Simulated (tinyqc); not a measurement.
## Mobility and doping from two currents

Inverse problem. A trap-free film with injecting contacts is fitted, with diffusion neglected, by J = q mu N V/Lf + (9/8) eps0 eps_r mu V^2/Lf^3. Find mu, N and the voltage at which both terms are equal.

Values chosen for this exercise:
- eps_r = 12.9 (relative permittivity)
- Lf = 1400 nm (film thickness)

Constants: q = 1.602176634e-19 C, eps0 = 8.8541878128e-14 F/cm where lengths are in cm. Results are converted to the units shown.

J at 3.4 and 16 V (A/cm^2): 1.4617646  13.581684

Solution. J/V is a straight line in V: the slope gives mu and the intercept mu N.

mu = 0.07100 cm^2/(V s)
N = 3.900e15 cm^-3
crossover voltage = 9.531 V

tinyqc, about 4 s, one thread, Intel Xeon 2.30GHz (shared host): `OMP_NUM_THREADS=1 python tinyqc.py 2730101 2730102 out.jsonl`
